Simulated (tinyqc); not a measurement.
# Abrupt p-n junction, non-linear Poisson equation by Newton steps: capacitance and field against bias

One dimension, p side on the left, n side on the right; net doping C = -Na for x < 0 and +Nd for x > 0. The potential psi is counted from the intrinsic level, and the quasi-Fermi potentials are flat: 0 for holes and -V for electrons, so n = ni exp((psi + V)/Vt) and p = ni exp(-psi/Vt) (Boltzmann statistics, full ionisation, no current). Under reverse bias this makes the minority densities vanishingly small everywhere; they play no part in the charge.

The Poisson equation d/dx(eps0 eps_r dpsi/dx) = -q (p - n + C) is solved on a mesh of more than 1000 nodes that ends in neutral material (psi_p = -Vt ln(Na/ni), psi_n = Vt ln(Nd/ni) - V). C_j = q d/dV of the integral of p over x, from the linearised equation. ni = sqrt(Nc Nv) exp(-Eg/(2 Vt)), Eg in volts. Depletion approximation: Vbi = Vt ln(Na Nd/ni^2), W = sqrt(2 eps0 eps_r (Vbi - V)(1/Na + 1/Nd)/q), xp = W Nd/(Na + Nd), xn = W Na/(Na + Nd), peak field 2 (Vbi - V)/W, capacitance eps0 eps_r/W. The last column applies it to an abrupt Na-Nd junction.

Parameters, values chosen for the exercise; band and dielectric values close to those of gallium nitride: temperature T = 300 K; band gap Eg = 3.41 eV; relative permittivity eps_r = 9.58; conduction-band density of states at T Nc = 2.33e18 cm^-3; valence-band density of states at T Nv = 4.53e19 cm^-3; acceptor density of the p side Na = 2.1e15 cm^-3; donor density of the n side Nd = 5.5e17 cm^-3.

Constants: q = 1.602176634e-19 C, kB = 1.380649e-23 J/K, Vt = kB T/q, eps0 = 8.8541878128e-14 F/cm where lengths are in cm. Results are converted to the units shown.

Result of one run:
```
peak |E| (kV/cm),C_j (nF/cm^2),1/C_j^2 (cm^4/uF^2),eps0 eps_r/C_j (nm),abrupt depletion C (nF/cm^2)
77.35,4.636,4.653e4,1830,4.615
```

Which bias of the p side against the n side V gave this result: -0.89, -1.33, -1.78 or -3.56 V?

V = -3.56 V.

The whole series:
```
V (V),peak |E| (kV/cm),C_j (nF/cm^2),1/C_j^2 (cm^4/uF^2),eps0 eps_r/C_j (nm),abrupt depletion C (nF/cm^2)
0,60.68,6.835,2.140e4,1241,6.756
-0.44,62.86,6.387,2.452e4,1328,6.324
-0.89,65.05,6.009,2.770e4,1412,5.958
-1.33,67.15,5.698,3.080e4,1489,5.655
-1.78,69.27,5.425,3.398e4,1564,5.389
-2.22,71.32,5.193,3.708e4,1633,5.162
-2.67,73.37,4.984,4.026e4,1702,4.957
-3.11,75.35,4.802,4.336e4,1766,4.779
-3.56,77.35,4.636,4.653e4,1830,4.615
-4,79.27,4.489,4.963e4,1890,4.470
```

With V going from 0 to -4 V, C_j falls from 6.84 to 4.49 nF/cm^2 and the peak field rises from 60.7 to 79.3 kV/cm. The slope of 1/C_j^2, read as N = 2/(q eps0 eps_r |slope|), gives 2.08e15 cm^-3 between the first two rows and 2.09e15 cm^-3 between the last two, against Na Nd/(Na + Nd) = 2.09e15 cm^-3; the slopes of all rows agree within 0.4 %, as for uniform doping at both edges. At the end C_j goes as (Vbi - V)^(-0.51) with Vbi = 3.11 V, and it is 0.42 % above the abrupt depletion formula (at the first row 1.2 % above it).

Program tinyqc, `OMP_NUM_THREADS=1 python tinyqc.py 2000049 2000050 out.jsonl`; Intel Xeon 2.30GHz, shared host, one thread, about 0.04 s.
